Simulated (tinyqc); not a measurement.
Band-to-band tunnelling in a uniform field: complex band structure along [001] in sp3s* tight binding.

For k = (0, 0, kz) the phase sums are g0 = cos(phi) and g3 = i sin(phi), phi = kz a/4, and the s, pz, s* orbitals of anion (a) and cation (c) decouple from px, py. With z = exp(i phi), H(z) = H0 + z T + T^T/z for any complex z. H0 is diagonal (Esa, Epa, Exa, Esc, Epc, Exc). The anion-cation block is B(z) = z U + W/z and the cation-anion block z W^T + U^T/z, where U has Vss/2 (s,s), Vsapc/2 (s,z), -Vscpa/2 (z,s), Vxx/2 (z,z), Vxapc/2 (s*,z), -Vpaxc/2 (z,s*), and W has the same values with the s-z and s*-z signs reversed. |z| = 1 is a band state, |z| < 1 decays along [001] as exp(-kappa d) over a distance d, kappa = -(4/a) ln|z|. No spin-orbit coupling.

Constants: hbar^2/2m0 = 3.80998211 eV angstrom^2.

Parameters, chosen for this exercise (out of a larger set: near a published set for GaAs, fitted to gaps, whose masses and valley positions are rough (light masses up to twice too heavy); not measured data): p = (-8.325, 1.038, -2.661, 3.681, 8.575, 6.727, -6.447, 1.956, 5.069, 4.469, 5.803, 4.824, 4.819) eV (order Esa, Epa, Esc, Epc, Exa, Exc, Vss, Vxx, Vxy, Vsapc, Vscpa, Vxapc, Vpaxc); a = 5.654 angstrom (lattice constant).

Ev = -0.00107 eV
EG (direct gap) = 1.54966 eV

masses of this model, from the curvature at Gamma (m0): m_lh 0.08882, m_e 0.11829

WKB at zero transverse momentum: T = exp(-2 I/(eF)), I = integral of kappa dE across the direct gap (8 Gauss-Legendre points in theta, E = EG sin^2 theta, 0 to pi/2); 1 MV/cm = 0.01 V/angstrom. The two-band form gives I = (pi/8) sqrt(m/c) EG^(3/2) with m = 2 m_lh m_e/(m_lh + m_e).

Tunnelling:
```
F (MV/cm)  path EG/eF (angstrom)  exponent 2I/eF  T, tight binding  T, two-band
0.50                       309.9          49.112          4.69e-22     3.35e-22
0.75                       206.6          32.741          6.03e-15     4.82e-15
1.00                       155.0          24.556          2.16e-11     1.83e-11
1.50                       103.3          16.371          7.77e-08     6.94e-08
2.00                        77.5          12.278          4.65e-06     4.28e-06
3.00                        51.7           8.185          0.000279     0.000263
4.00                        38.7           6.139           0.00216      0.00207
```

I, tight binding = 0.122781 eV/angstrom
I, two-band = 0.123623 eV/angstrom

What can be read from this table?

The two-band integral is +0.69 % from the tight-binding one, which makes the two-band T 0.7139 times the other at 0.5 MV/cm and 0.9587 times at 4 MV/cm. Doubling the field from 1 to 2 MV/cm halves the exponent and raises T by a factor 2.15e+05.

Computed by tinyqc, a small Python program: `OMP_NUM_THREADS=1 python tinyqc.py 1452499 1452500 out.jsonl` (the numbers bound the seed that draws the inputs); one thread of a shared host (Intel(R) Xeon(R) Processor @ 2.30GHz), about 0.01 s for the whole set of steps.
